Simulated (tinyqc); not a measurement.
Six-band Luttinger-Kohn model with strain, step by step. Values are carried at full precision from step to step, so a last printed digit may differ when a step is redone from the rounded ones.

Constants: hbar^2/2m0 = 3.80998211 eV angstrom^2.

Values chosen for the exercise (near those of InSb; the results hold for these values, not for the real material):
- C11 = 71.4 GPa
- C12 = 36.3 GPa
- C44 = 29.8 GPa
- load = uniaxial [100] (kind of stress)
- X = 1.74 GPa (stress)
- Dso = 0.83 eV (spin-orbit splitting)
- g1 = 34.69 (Luttinger gamma1)
- g2 = 15.57 (gamma2)
- g3 = 16.55 (gamma3)
- av = 0.36 eV (valence hydrostatic potential)
- b = -2.05 eV (tetragonal shear potential)
- d = -4.92 eV (trigonal shear potential)
- k = (0.015, 0.004, 0.002) 1/angstrom (wave vector)
- kmax = 0.02 1/angstrom (end of the path)

## Strain from a uniaxial [100] stress

s11 = (C11 + C12)/((C11 - C12)(C11 + 2 C12)), s12 = -C12/((C11 - C12)(C11 + 2 C12)), s44 = 1/C44; exx = s11 sxx + s12 (syy + szz) and cyclic, exy = s44 sxy/2; tension is positive. A uniaxial stress X along the unit vector n is s_ij = X n_i n_j.

s11, s12, s44 (1/TPa): 21.3082  -7.1819  33.5570

strain tensor:
```
          x          y          z
x  0.037076   0.000000   0.000000
y  0.000000  -0.012496   0.000000
z  0.000000   0.000000  -0.012496
```

The volume changes by +1.208 %; there is no shear in the cubic axes, so d does not enter.

## The terms P, Q, R, S at one k

P = c g1 k^2 - av tr(e); Q = c g2 (kx^2 + ky^2 - 2 kz^2) - (b/2)(exx + eyy - 2 ezz); R = c sqrt3 [-g2 (kx^2 - ky^2) + 2i g3 kx ky] + (sqrt3/2) b (exx - eyy) - i d exy; S = 2 c sqrt3 g3 (kx - i ky) kz - d (exz - i eyz); c = hbar^2/2m0, e the strain tensor (not engineering shear).

Form the four terms.

Terms (eV):

| term | from k | from strain |
|---|---|---|
| P | 0.03238 | -0.00435 |
| Q | 0.01382 | 0.05081 |
| R | -0.02147+0.01311i | -0.08801 |
| S | 0.00655-0.00175i | 0.00000 |

## The Hamiltonian

Six-band Luttinger-Kohn model in the basis |3/2,3/2>, |3/2,1/2>, |3/2,-1/2>, |3/2,-3/2>, |1/2,1/2>, |1/2,-1/2>, electron energies, zero at the top of the unstrained valence band. H = -[rows: (P+Q, -S, R, 0, -S/r2, r2 R); (-S*, P-Q, 0, R, -r2 Q, r32 S); (R*, 0, P-Q, S, r32 S*, r2 Q); (0, R*, S*, P+Q, -r2 R*, -S*/r2); (-S*/r2, -r2 Q, r32 S, -r2 R, P+Dso, 0); (r2 R*, r32 S*, r2 Q, -S/r2, 0, P+Dso)], r2 = sqrt(2), r32 = sqrt(3/2). Levels are twofold.

Each term is the sum of its two parts.

H(k) (eV):
```
                 3/2,3/2          3/2,1/2         3/2,-1/2         3/2,-3/2          1/2,1/2         1/2,-1/2
3/2,3/2          -0.0927   0.0066-0.0017i   0.1095-0.0131i                0   0.0046-0.0012i   0.1548-0.0185i
3/2,1/2   0.0066+0.0017i           0.0366                0   0.1095-0.0131i           0.0914  -0.0080+0.0021i
3/2,-1/2  0.1095+0.0131i                0           0.0366  -0.0066+0.0017i  -0.0080-0.0021i          -0.0914
3/2,-3/2               0   0.1095+0.0131i  -0.0066-0.0017i          -0.0927  -0.1548-0.0185i   0.0046+0.0012i
1/2,1/2   0.0046+0.0012i           0.0914  -0.0080+0.0021i  -0.1548+0.0185i          -0.8580                0
1/2,-1/2  0.1548+0.0185i  -0.0080-0.0021i          -0.0914   0.0046-0.0012i                0          -0.8580
```

## Levels and their make-up

Diagonalise H. The weights add +m and -m and are averaged over each pair; m is taken along z.

levels from the top, each twofold (eV): 0.1000  -0.1121  -0.9020

weights:
```
               top  second  third
|3/2,+-3/2>  0.246   0.713  0.041
|3/2,+-1/2>  0.754   0.232  0.014
|1/2,+-1/2>  0.000   0.056  0.944
```

The top pair is 75 % |3/2,+-1/2>, the second pair is 71 % |3/2,+-3/2> and the third pair is 94 % |1/2,+-1/2>.

## Band edges at k = 0
Diagonalise H at k = 0. The weights add +m and -m (m along z) and are averaged over each pair.

edges from the top (eV): 0.1060  -0.0699  -0.8530

weights at k = 0:
```
               top  second  third
|3/2,+-3/2>  0.250   0.724  0.026
|3/2,+-1/2>  0.750   0.241  0.009
|1/2,+-1/2>  0.000   0.035  0.965
```

The stress splits the top two pairs by 175.9 meV, 6.80 times kT at 300 K (25.85 meV); the third lies 959.0 meV below the top, against Dso = 830 meV without stress.

## Polarisation of the edge transitions

In the basis X, Y, Z times spin, H(k = 0) has -Dso/3 + l exx + m (eyy + ezz) on the diagonal (cyclic) and n exy off it, l = av + 2 b, m = av - b, n = sqrt(3) d. Spin-orbit term (Dso/3) L.sigma on X, Y, Z with (L_k)_ij = -i epsilon_kij: <X+|H|Y+> = -i Dso/3, <X+|H|Z-> = Dso/3, <Y+|H|Z-> = -i Dso/3, <Z+|H|X-> = -Dso/3, <Z+|H|Y-> = i Dso/3, <X-|H|Y-> = i Dso/3, and their conjugates; + and - are the spin along z. The strength of a transition to an s-like conduction level for light polarised along the unit vector u is the weight of the orbital ux X + uy Y + uz Z in the valence state, summed over spin and averaged over the pair.

strain block of X, Y, Z (eV):
```
          X        Y        Z
X  -0.19890        0        0
Y         0  0.10597        0
Z         0        0  0.10597
```

Relative strengths:

| polarisation | top | second | third |
|---|---|---|---|
| [100] | 0.000 | 0.482 | 0.518 |
| [010] | 0.500 | 0.259 | 0.241 |
| [001] | 0.500 | 0.259 | 0.241 |
| [110] | 0.250 | 0.370 | 0.380 |
| [1-10] | 0.250 | 0.370 | 0.380 |
| [111] | 0.333 | 0.333 | 0.333 |

The top pair is strongest for light along [010] and [001] (0.500) and weakest along [100] (0.000); without strain every direction has 1/3 on average over the fourfold top. For each polarisation the three pairs add up to 1.

## Hole masses at the edges

Curvature at k = 0: m/m0 = -2 c h^2/(E(h u) + E(-h u) - 2 E(0)) with h = 0.0002 1/angstrom along the unit vector u.

Hole masses (m0):

| direction | top | second | third |
|---|---|---|---|
| [110] | 0.037 | 0.026 | 0.026 |
| [1-10] | 0.037 | 0.026 | 0.026 |
| [100] | 0.282 | 0.021 | 0.019 |
| [001] | 0.020 | 0.036 | 0.038 |

Of the directions listed, the top pair is lightest along [001] (0.020) and heaviest along [100] (0.282). These masses hold only for hole energies well below the splitting of 176 meV.

## Bands along [100] and [001]

Six points from 0 to kmax in each direction.

Levels (eV):

| direction | \|k\| (1/angstrom) | top | second | third | top, no stress | second, no stress |
|---|---|---|---|---|---|---|
| [100] | 0.000 | 0.1060 | -0.0699 | -0.8530 | 0.0000 | 0.0000 |
| [100] | 0.004 | 0.1058 | -0.0729 | -0.8562 | -0.0002 | -0.0040 |
| [100] | 0.008 | 0.1051 | -0.0816 | -0.8658 | -0.0009 | -0.0159 |
| [100] | 0.012 | 0.1040 | -0.0958 | -0.8823 | -0.0019 | -0.0354 |
| [100] | 0.016 | 0.1025 | -0.1147 | -0.9063 | -0.0035 | -0.0619 |
| [100] | 0.020 | 0.1006 | -0.1376 | -0.9385 | -0.0054 | -0.0946 |
| [001] | 0.000 | 0.1060 | -0.0699 | -0.8530 | 0.0000 | 0.0000 |
| [001] | 0.004 | 0.1029 | -0.0717 | -0.8546 | -0.0002 | -0.0040 |
| [001] | 0.008 | 0.0942 | -0.0771 | -0.8594 | -0.0009 | -0.0159 |
| [001] | 0.012 | 0.0807 | -0.0869 | -0.8678 | -0.0019 | -0.0354 |
| [001] | 0.016 | 0.0644 | -0.1026 | -0.8802 | -0.0035 | -0.0619 |
| [001] | 0.020 | 0.0474 | -0.1257 | -0.8972 | -0.0054 | -0.0946 |

## Checks

- Levels against the same model in the basis X, Y, Z times spin: they agree to 1e-10 or better.

Program tinyqc; command `OMP_NUM_THREADS=1 python tinyqc.py 1080626 1080627 out.jsonl`; about 0.07 s on one thread of a shared Intel(R) Xeon(R) Processor @ 2.30GHz.
